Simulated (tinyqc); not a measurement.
MESFET, gradual channel with velocity saturation: one step of the calculation.

A uniformly doped n-type channel, depleted from the top by a Schottky gate; at channel potential V the depleted share of a is u = sqrt((Vbi - Vg + V)/Vp), s at the source. Electrons drift with v = mu E/(1 + mu E/vsat). Abrupt depletion edge, no series resistance, source at 0.

Task. Saturation voltage, current and transconductance. Vdsat = Vp (um^2 - s^2); Isat = (G0 Vp/Z)(1 - um), which is q Nd vsat a W (1 - um); gm = G0 (um - s)/(1 + Z (um^2 - s^2)). For Z = 0: Vdsat = Vp (1 - s^2), Isat = (G0 Vp/3)(1 - 3 s^2 + 2 s^3), gm = G0 (1 - s).

um = 0.98083502
Vp = 4.5510835 V
G0 = 10.335962 mS
Z = 0.12412046
s = 0.49636420

Wanted: Vdsat; Isat; gm; Vdsat for Z = 0; Isat for Z = 0; gm for Z = 0.

Result.

Vdsat = 3.2570 V
Isat = 7.2632 mA
gm = 4.5990 mS
Vdsat for Z = 0 = 3.4298 V
Isat for Z = 0 = 7.9255 mA
gm for Z = 0 = 5.2056 mS

The current saturates with 1.92 % of the channel still open at the drain, at 0.916 of the constant-mobility current.

Program tinyqc, `OMP_NUM_THREADS=1 python tinyqc.py 2500024 2500025 out.jsonl`; Intel Xeon 2.30GHz, shared host, one thread, about 0.04 s.
